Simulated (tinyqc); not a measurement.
Pariser-Parr-Pople SCF with singles CI, for the molecule c1cnc2occc2c1 (SMILES; centres numbered as the heavy atoms are written), step by step. One step of it, computed by the program tinyqc.

Problem. Singles CI, triplets. Over the 6 single excitations with the smallest orbital gaps: A = (e_a - e_i) delta - (ij|ab), with (pq|rs) = sum c_mp c_mq gamma_mn c_nr c_ns.

orbital energies (eV): [-16.782767, -14.332448, -12.828871, -11.011590, -10.353666, -0.746292, 0.427755, 1.605580, 3.665961]

coefficients, order 1C, 2C, 3N, 4C, 5O, 6C, 7C, 8C, 9C:
```
[[0.105911, 0.394873, 0.169772, 0.587840, 0.015719, -0.175948, 0.486151, 0.235068, 0.368342],
 [0.144862, 0.425080, -0.194178, 0.256222, 0.324011, -0.435821, -0.321799, -0.420917, -0.345425],
 [0.293913, 0.461356, -0.446284, -0.282528, 0.279775, 0.410406, -0.146788, 0.272854, 0.281197],
 [0.447726, 0.133479, -0.161833, -0.347361, -0.321674, -0.110164, 0.593349, -0.112452, -0.393136],
 [0.651453, -0.458615, -0.236549, 0.349272, -0.214186, -0.109043, -0.294980, 0.189573, 0.081350],
 [0.330467, -0.285199, 0.236603, 0.081221, 0.543255, 0.377605, 0.261201, -0.482123, 0.092173],
 [0.214568, -0.046411, 0.463033, -0.247868, 0.448635, -0.281459, -0.053296, 0.564021, -0.272977],
 [0.283503, 0.210665, 0.461849, -0.355551, -0.278085, -0.225640, -0.265550, -0.302835, 0.495030],
 [0.144711, 0.307436, 0.410454, 0.268085, -0.305641, 0.560290, -0.240619, 0.047630, -0.420348]]
```

repulsion gamma_rs (eV), order 1C, 2C, 3N, 4C, 5O, 6C, 7C, 8C, 9C:
```
[[11.130000, 7.553862, 5.296203, 4.668310, 3.370340, 2.994014, 3.602572, 5.239019, 7.552439],
 [7.553862, 11.130000, 7.727673, 5.239019, 3.707910, 2.994014, 3.290647, 4.668310, 5.238761],
 [5.296203, 7.727673, 12.300000, 7.730373, 5.340821, 3.742909, 3.794789, 5.297072, 4.708976],
 [4.668310, 5.239019, 7.730373, 11.130000, 8.698035, 5.520570, 5.518787, 7.553862, 5.239602],
 [3.370340, 3.707910, 5.340821, 8.698035, 21.500000, 8.701751, 5.921348, 5.921670, 3.895068],
 [2.994014, 2.994014, 3.742909, 5.520570, 8.701751, 11.130000, 7.554514, 5.520570, 3.722468],
 [3.602572, 3.290647, 3.794789, 5.518787, 5.921348, 7.554514, 11.130000, 7.552082, 5.023351],
 [5.239019, 4.668310, 5.297072, 7.553862, 5.921670, 5.520570, 7.552082, 11.130000, 7.554960],
 [7.552439, 5.238761, 4.708976, 5.239602, 3.895068, 3.722468, 5.023351, 7.554960, 11.130000]]
```

Give: triplet CI matrix; triplet excitation energies.

Solution.

triplet CI matrix (eV), order 5>6, 4>6, 5>7, 4>7, 5>8, 3>6:
```
[[3.837, -0.026, -0.255, -0.011, 0.559, 0.521],
 [-0.026, 4.180, -0.011, 0.261, -0.217, -0.186],
 [-0.255, -0.011, 4.858, -0.184, 0.517, -0.410],
 [-0.011, 0.261, -0.184, 4.820, -0.159, 0.331],
 [0.559, -0.217, 0.517, -0.159, 5.567, 1.047],
 [0.521, -0.186, -0.410, 0.331, 1.047, 5.942]]
```

triplet excitation energies (eV): [3.544, 4.037, 4.190, 4.774, 5.624, 7.036]
